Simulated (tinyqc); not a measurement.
Rigid-ion and shell models of the dielectric response of an ionic crystal: one step, computed by the program tinyqc.

Charges +Z and -Z; 6 nearest neighbours, Madelung constant M = 1.747565, volume per ion pair Omega = 2.000000 d^3. Energy per pair U = -M Z^2 e2/d + 6 A exp(-d/rho), e2 = e^2/(4 pi eps_0). In the shell model the anion is a core of charge Y - Z and a massless shell of charge -Y, joined by the spring k; the repulsion acts on the shell. Each ion feels the Lorentz field E + (4 pi/3) P (Gaussian units).

Task: Rigid ions. With C = 4 pi Z^2 e2/(3 Omega): mu lambda_TO = R - C, mu lambda_LO = R + 2 C; eps_inf = 1 and eps_s = lambda_LO/lambda_TO. lambda in eV/(angstrom^2 u) gives the wavenumber 15.6333042 x 33.35640952 x sqrt(lambda); mu is the reduced mass.

Inputs (values chosen for the exercise, for a model crystal): ionic charge Z = 2 e; cation mass = 116 u; anion mass = 19 u.

Structure: rock salt.

volume Omega = 23.08635 angstrom^3

repulsive spring R = 18.69001 eV/angstrom^2

Constants: e^2/(4 pi eps_0) = 14.39964548 eV angstrom; nu for 1 eV/(angstrom^2 u) = 15.6333042 THz; 1 THz = 33.35640952 1/cm.

Give: Coulomb spring C; omega_TO, rigid ions; omega_LO, rigid ions; eps_s, rigid ions.

Result:

Coulomb spring C = 10.45 eV/angstrom^2

omega_TO, rigid ions = 370.5 1/cm

omega_LO, rigid ions = 812.1 1/cm

eps_s, rigid ions = 4.805
